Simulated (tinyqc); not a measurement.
What moves the distortion: Peierls distortion of a half-filled chain.

Atoms move by +/- u, so bonds change by -/+ 2u and hoppings are t +/- 2 al u. Bands E = -/+ sqrt((2 t cos x)^2 + D^2 sin^2 x) with D = 4 al u, x = k a in (0, pi/2); the gap is 2D. Energy per atom at zero temperature: E(u) = -mean_x sqrt(...) + 2 K u^2; exactly, the mean is (4t/pi) E(1 - z^2), z = D/2t, E the complete elliptic integral of the second kind with parameter m. Coupling lambda = 2 al^2/(pi t K).

Parameters, chosen for this exercise:
- t = 2.89 eV (hopping of the even chain)
- al = 3.6 eV/angstrom (change of hopping with bond length)
- K = 16.3 eV/angstrom^2 (spring constant of a bond)

Exact means.

Results for these values:
```
case  lambda  u0 (angstrom)  gap (eV)  E(u0) - E(0) (meV)
base  0.1751         0.0345     0.993               -6.70
```

What happens to each result for t = 3.035 eV, all else kept?

Answer: lambda falls from 0.1751 to 0.1668; u0 falls from 0.0345 to 0.0313; gap falls from 0.993 to 0.901; E(u0) - E(0) rises from -6.70 to -5.27.

The same for each parameter in turn:
```
case                     lambda  u0 (angstrom)  gap (eV)  E(u0) - E(0) (meV)
base                     0.1751         0.0345     0.993               -6.70
t = 3.035 eV             0.1668         0.0313     0.901               -5.27
al = 3.78 eV/angstrom    0.1931         0.0432     1.305              -11.49
K = 17.12 eV/angstrom^2  0.1668         0.0298     0.858               -5.01
```

Run: tinyqc, `OMP_NUM_THREADS=1 python tinyqc.py 1652324 1652325 out.jsonl`; Intel(R) Xeon(R) Processor @ 2.30GHz, one thread, shared host; about 0.08 s of CPU time with all checks.
